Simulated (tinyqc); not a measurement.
Ballistic Schottky-barrier transistor with a one-dimensional channel, WKB contacts: ambipolar transfer curve.

Source Fermi level 0, drain Fermi level -Vd. Far from the contacts Ec = pn - psi, and the gate moves psi one to one; the band edges relax as exp(-x/lam) from pn at the source and pn - Vd at the drain; Ev = Ec - Eg. A carrier of energy w inside the channel band meets at a contact a barrier of height D (the contact edge beyond the channel edge): T = 1 for w >= D, else exp(-S), S = 4 lam sqrt(m/C) [sqrt(D - w) - sqrt(w) arctan sqrt((D - w)/w)], C = hbar^2/(2 m0). The two contacts combine as Ts Td/(Ts + Td - Ts Td).

I = g (2 q^2/h) int T(w) [f(Es + w) - f(Ed + w)] dw, f(y) = 1/(1 + exp(y/Vt)). Electrons: Ds = psi, Dd = psi - Vd, Es = Ec, Ed = Ec + Vd. Holes: Ds = -psi, Dd = Vd - psi, Es = -Ev, Ed = -Ev - Vd. The size of each current is taken; both flow from drain to source and add. The integrals are converged. Swing = d(psi)/d(log10 I).

Values chosen for this exercise; channel values close to those of a germanium nanowire: temperature T = 300 K; band gap Eg = 0.66 eV; barrier for electrons at both contacts pn = 0.59 eV; electron mass mn = 0.12 m0; hole mass mp = 0.15 m0; valleys or subbands g = 2; screening length at the contacts lam = 2.9 nm; drain bias Vd = 0.05 V.

Constants: q = 1.602176634e-19 C, kB = 1.380649e-23 J/K, hbar = 1.054571817e-34 J s, h = 6.62607015e-34 J s, m0 = 9.1093837015e-31 kg, Vt = kB T/q, hbar^2/(2 m0) = 0.0380998212 eV nm^2. Results are converted to the units shown.

Ambipolar transfer curve:

| ps (V) | electrons (uA) | holes (uA) | I (uA) | swing (mV/decade) |
|---|---|---|---|---|
| -0.06 | 4.125e-11 | 1.247 | 1.247 | -230.1 |
| 0.02 | 6.895e-10 | 0.4147 | 0.4147 | -131.5 |
| 0.09 | 2.718e-9 | 0.04825 | 0.04825 | -60.01 |
| 0.16 | 1.009e-8 | 0.003242 | 0.003242 | -59.56 |
| 0.23 | 4.105e-8 | 2.163e-4 | 2.164e-4 | -59.55 |
| 0.31 | 2.370e-7 | 9.798e-6 | 1.004e-5 | -61.85 |
| 0.38 | 1.228e-6 | 6.534e-7 | 1.881e-6 | 999.4 |
| 0.45 | 6.888e-6 | 4.358e-8 | 6.931e-6 | 93.18 |
| 0.52 | 4.100e-5 | 2.906e-9 | 4.100e-5 | 89.38 |
| 0.6 | 3.149e-4 | 1.316e-10 | 3.149e-4 | 93.96 |
| 0.67 | 0.001497 | 8.779e-12 | 0.001497 | 117.1 |
| 0.74 | 0.004944 | 5.854e-13 | 0.004944 | 157.0 |

I goes from 1.25 through a minimum of 1.88e-6 (at ps = 0.38 V among the rows listed) to 0.00494 uA; the exact minimum lies at psi = 0.378 V. Holes carry the left branch and electrons the right. The ratio of the last row to the smallest is 2630 and of the first row 6.63e5, with barriers of 0.59 eV for electrons and 0.0700 eV for holes. The steepest swing among the rows is 59.5 mV/decade, against the thermionic limit 59.5.

Range of the model: No scattering, image-force lowering, channel charge or band-to-band tunnelling; parabolic kappa overstates S deep in the gap.

tinyqc, about 0.04 s, one thread, Intel Xeon 2.30GHz (shared host): `OMP_NUM_THREADS=1 python tinyqc.py 2390040 2390041 out.jsonl`
